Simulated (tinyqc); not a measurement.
Ferroelectric switching, Landau-Khalatnikov equation: one step of the calculation.

One domain: rho dP/dt = E - (2 al P + 4 be P^3), with al = -3 sqrt(3) Ec/(4 Pr), be = 3 sqrt(3) Ec/(8 Pr^3), so that the static loop has remanence Pr and coercive field Ec. With P in uC/cm^2, E in kV/cm, rho in ohm m and t in ns, dP/dt = [E - 2 al P - 4 be P^3]/(100 rho).

Task. Landau coefficients and time scales. al = -3 sqrt(3) Ec/(4 Pr), be = 3 sqrt(3) Ec/(8 Pr^3). Relaxation time at remanence tau = 100 rho/(-4 al); final state: the largest root Pf of 2 al P + 4 be P^3 = Em; relaxation time there 100 rho/(2 al + 12 be Pf^2).

Inputs (values chosen for the exercise); remanent polarisation and coercive field close to those of lead zirconate titanate films:
- Pr = 35 uC/cm^2 (remanent polarisation)
- Ec = 82 kV/cm (static coercive field)
- rho = 4.5 ohm m (viscosity of the polarisation)
- Em = 160 kV/cm (field amplitude)

Give: al; be; tau; Pf; relaxation time at Pf.

Result.

al = -3.0435 kV cm/uC
be = 0.0012422 kV cm^5/uC^3
tau = 36.964 ns
Pf = 44.199 uC/cm^2
relaxation time at Pf = 19.536 ns

Numbers from tinyqc (`OMP_NUM_THREADS=1 python tinyqc.py 2860048 2860049 out.jsonl`; about 0.01 s on one thread of a shared Intel Xeon 2.30GHz).
